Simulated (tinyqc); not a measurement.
# Capacitances against the line height

Endless row of lines of width wl, height tl and space sl between grounded planes at distance hd; e2 fills the gaps beside the lines, e1 the rest. Laplace's equation is solved on meshes of 3, 6 and 12 steps per unit u and extrapolated (Aitken), which is good to about 0.2 %. C_even (all lines at 1 V) is the capacitance Cg to the planes; C_odd (neighbours in antiphase) = Cg + 4 Cc if only nearest neighbours couple, which defines Cc; total with quiet neighbours Cg + 2 Cc. Plate values 2 eps0 e1 wl/hd and eps0 e2 tl/sl.

Values chosen for this exercise:
```
symbol  value  unit                                          meaning
e1        2.7        relative permittivity above and below the lines
e2          2                relative permittivity between the lines
wl          6     u                           line width, in units u
sl          4     u                              space between lines
hd          4     u                           distance to each plane
```

Constants: eps0 = 8.8541878128e-12 F/m. Results are converted to the units shown.

The same in every row: plate Cg (aF/um) = 71.7.

Result of one run:
```
tl (u),Cg (aF/um),Cc (aF/um),Cg + 2 Cc (aF/um),C_odd (aF/um),plate Cc (aF/um),"share of coupling, 2 Cc/(Cg + 2 Cc) (%)"
2,109,14.6,139,168,8.85,21.1
```

What becomes of these results when the line height tl is changed from 2 to 16 u, all else the same?

Result of the changed run:
```
tl (u),Cg (aF/um),Cc (aF/um),Cg + 2 Cc (aF/um),C_odd (aF/um),plate Cc (aF/um),"share of coupling, 2 Cc/(Cg + 2 Cc) (%)"
16,111,76.2,263,416,70.8,57.9
```

The whole series:
```
tl (u),Cg (aF/um),Cc (aF/um),Cg + 2 Cc (aF/um),C_odd (aF/um),plate Cc (aF/um),"share of coupling, 2 Cc/(Cg + 2 Cc) (%)"
2,109,14.6,139,168,8.85,21.1
4,111,23.2,157,203,17.7,29.5
6,111,32.0,175,239,26.6,36.6
8,111,40.8,193,274,35.4,42.4
12,111,58.5,228,345,53.1,51.3
16,111,76.2,263,416,70.8,57.9
```

As tl goes from 2 to 16, Cg rises from 109 to 111 aF/um, Cc rises from 14.6 to 76.2 aF/um and the share of coupling rises from 21.1 to 57.9 %. Cg is 1.52 times its plate value in the first row and 1.55 times in the last; for Cc the ratios are 1.65 and 1.08. Neighbours in antiphase raise the load by a factor of 1.21 and 1.58 over quiet ones.

tinyqc, about 0.5 s, one thread, Intel Xeon 2.30GHz (shared host): `OMP_NUM_THREADS=1 python tinyqc.py 2790227 2790228 out.jsonl`
